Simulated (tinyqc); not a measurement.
Finite-difference solution of the diffusion equation on a small grid: one step, computed by the program tinyqc.

dC/dt = D d2C/dx2 on nodes x_j = j dx, j = 0..8; the far end is sealed.

Question. Amplification factors. The mode of M with eigenvalue mu has its amplitude multiplied per step by g = (1 + (1 - theta) r mu)/(1 - theta r mu), with theta = 0 explicit, 1 implicit, 1/2 Crank-Nicolson; the explicit scheme is stable for r up to 2/|mu_min|.

Boundary at x = 0: surface loss. Scheme: explicit.

operator M, rows 0, 1, 2, 3, 4, 5, 6, 7, 8:
```
[[-2.311111, 2.000000, 0.000000, 0.000000, 0.000000, 0.000000, 0.000000, 0.000000, 0.000000],
 [1.000000, -2.000000, 1.000000, 0.000000, 0.000000, 0.000000, 0.000000, 0.000000, 0.000000],
 [0.000000, 1.000000, -2.000000, 1.000000, 0.000000, 0.000000, 0.000000, 0.000000, 0.000000],
 [0.000000, 0.000000, 1.000000, -2.000000, 1.000000, 0.000000, 0.000000, 0.000000, 0.000000],
 [0.000000, 0.000000, 0.000000, 1.000000, -2.000000, 1.000000, 0.000000, 0.000000, 0.000000],
 [0.000000, 0.000000, 0.000000, 0.000000, 1.000000, -2.000000, 1.000000, 0.000000, 0.000000],
 [0.000000, 0.000000, 0.000000, 0.000000, 0.000000, 1.000000, -2.000000, 1.000000, 0.000000],
 [0.000000, 0.000000, 0.000000, 0.000000, 0.000000, 0.000000, 1.000000, -2.000000, 1.000000],
 [0.000000, 0.000000, 0.000000, 0.000000, 0.000000, 0.000000, 0.000000, 2.000000, -2.000000]]
```

mesh ratio r = 0.324

Give: eigenvalues mu of M; factors g; largest stable r of the explicit scheme.

Answer.

eigenvalues mu of M: [-4.0307, -3.8869, -3.4530, -2.8041, -2.0386, -1.2730, -0.6236, -0.1877, -0.0135]

factors g: [-0.30593, -0.25937, -0.11878, 0.09148, 0.33950, 0.58755, 0.79795, 0.93917, 0.99563]

largest stable r of the explicit scheme = 0.49620

The smallest factor is -0.306: the shortest waves flip sign at each step while they decay.
